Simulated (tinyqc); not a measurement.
Narrowing from the saturation current.

Problem. A uniform n-type emitter has J0 = (q p0 D/L)(s + tanh(W/L))/(1 + s tanh(W/L)), D = mup Vt, s = S L/D, and p0 = (ni^2/N) exp(dE_app/kB T), where dE_app = dEg + kB T ln[(N/Nc) exp(-eta)]. Find p0, dE_app and dEg.

Values chosen for this exercise; band and dielectric values close to those of silicon: temperature T = 250 K; conduction-band density of states at 250 K Nc = 2.16e19 cm^-3; ionised donor density N = 1.4e19 cm^-3; minority-hole mobility mup = 180 cm^2/(V s); emitter width W = 51 nm; recombination velocity at the contact S = 4.3e5 cm/s.

Constants: q = 1.602176634e-19 C, kB = 1.380649e-23 J/K, Vt = kB T/q. Results are converted to the units shown.

J0 = 0.77434670 fA/cm^2
L = 3062.3997 nm
ni = 8.5114561e7 cm^-3
converged eta = -0.20652089

Answer. J0 gives p0, its ratio to ni^2/N gives dE_app, and the degeneracy term is taken off.

p0 = 0.01759 cm^-3
dE_app = 75.96 meV
dEg = 80.85 meV

Computed by the program tinyqc: `OMP_NUM_THREADS=1 python tinyqc.py 2330035 2330036 out.jsonl`, one thread of a shared Intel Xeon 2.30GHz, about 0.01 s for the whole run.
